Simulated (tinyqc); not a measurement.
Inside a calculation: quantum-confined Stark effect in a modulator well. Values are carried at full precision from step to step, so a last printed digit may differ when a step is redone from the rounded ones.

Constants: hbar^2/2m0 = 3.80998211 eV angstrom^2; e^2/(4 pi eps0) = 14.39964547 eV angstrom; hc = 1239.841984 eV nm.

Inputs chosen for the exercise (near those of a Ge well in SiGe, direct gap; the results hold for these values, not for the real material):
- L = 126 angstrom (well width)
- me = 0.0421 m0 (electron, well)
- mh = 0.215 m0 (heavy hole along z, well)
- F = 49 kV/cm (field)
- Vc = 0.406 eV (conduction offset)
- Vv = 0.116 eV (heavy-hole offset)
- meb = 0.0557 m0 (electron, barrier)
- mhb = 0.227 m0 (heavy hole, barrier)
- Eg = 0.826 eV (gap of the well)
- mp = 0.071 m0 (heavy hole in the plane)
- eps = 15.6 (dielectric constant)
- dE = 12 meV (operating point below the zero-field line)
- G = 8 meV (half width of the exciton line)

## Estimate for hard walls

Second order: each level moves by -C m (e F)^2 L^4/(2c), C = (15/pi^2 - 1)/(24 pi^2), c = hbar^2/2m0, 1 kV/cm = 1e-5 eV/angstrom. It holds while e F L is no more than about twice 3 c pi^2/(m L^2).

Estimate:
```
carrier     shift (meV)  e F L over the level spacing
electron          -0.73                          0.37
heavy hole        -3.75                          1.87
```

The hole, 5.1 times heavier, carries 84 % of the estimated shift; for hard walls second order errs by about 2 % at a ratio of 1 and 13 % at 3.

## Levels and envelopes

Envelopes on cells of 0.5 angstrom over the well |z| < L/2 and 45 angstrom of barrier on each side, psi = 0 beyond, psi'/m continuous (mean mass between points), c = hbar^2/2m0. The electron sees + e F z and the hole - e F z, each with its offset in the barriers; 1 kV/cm = 1e-5 eV/angstrom. Light holes, band mixing and escape by tunnelling are left out.

Ground levels, squared overlap and separation <z>_h - <z>_e without and with the field.

Results:
```
F (kV/cm)  E_e (meV)  E_h (meV)  overlap^2  separation (angstrom)
0              34.69       7.61      0.998                    0.0
49             32.72       0.51      0.662                   33.8
```

The electron level moves by -1.97 meV (2.7 times the hard-wall estimate, since it leaks into the barriers and sees a wider well) and the hole level by -7.10 meV (1.89 times).

## Exciton

Exciton: in-plane function exp(-rho/lam), 1/mu = 1/me + 1/mp, E(lam) = c/(mu lam^2) - (q/eps) times the integral over k of Fm(k)(1 + (k lam/2)^2)^(-3/2), Fm(k) the double integral of psi_e^2 psi_h^2 exp(-k |z - z'|), q = e^2/(4 pi eps0); binding Eb = -E at the minimum. Line at Eg + E_e + E_h - Eb, strength proportional to overlap^2/lam^2.

Minimise over lam without and with the field.

Results:
```
F (kV/cm)  lam (angstrom)  Eb (meV)  line (eV)      nm  overlap^2/lam^2 (1e-4/angstrom^2)
0                   229.4      3.82     0.8645  1434.2                             0.1897
49                  244.9      3.53     0.8557  1448.9                             0.1105
```

The weaker binding gives back 0.29 meV of the red shift, leaving 8.8 meV; the strength falls to 58 %.

## Contrast at the operating point

With a Gaussian line of half width G, the absorption at E_op = line(0) - dE is proportional to strength x exp(-ln2 ((E_op - line)/G)^2); continuum absorption is left out. Give it at both fields, relative to the zero-field peak.

E_op = 0.8525 eV
wavelength = 1454.4 nm

absorption without and with the field: 0.21  0.52

The field changes the absorption by +0.31 of the zero-field peak. The zero-field tail still absorbs here, since dE is no more than 2G, which costs insertion loss.

## Checks

- Zero-field levels against the matching condition of the square well, meV: largest difference 3.2e-02.
- Slope d(E_e + E_h)/dF against minus the separation (Hellmann-Feynman), angstrom: both -33.8.

(tinyqc, `OMP_NUM_THREADS=1 python tinyqc.py 1281102 1281103 out.jsonl`, Intel(R) Xeon(R) Processor @ 2.30GHz, 1 thread, shared host, about 0.2 s.)
